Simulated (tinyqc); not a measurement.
## Scale length and barrier from the threshold roll-off

Inverse problem. For L well above Lambda the threshold falls by 2 m sqrt(A (A + Vds)) exp(-pi L/(2 Lambda)), A being the height of the source potential over the barrier top; the two values follow this form. Find Lambda and A.

Values chosen for this exercise:
- m = 1 (long-channel body factor)
- Vds = 0.6 V (drain voltage)

threshold lowering at L = 12 and 20 nm (mV): [43.716764, 5.6307910]

Answer. The ratio of the two values gives Lambda; the prefactor gives A (A + Vds), a quadratic with one positive root.

Lambda = 6.13 nm
A = 0.260 V

Program tinyqc, `OMP_NUM_THREADS=1 python tinyqc.py 2420123 2420124 out.jsonl`; Intel Xeon 2.30GHz, shared host, one thread, about 0.01 s.
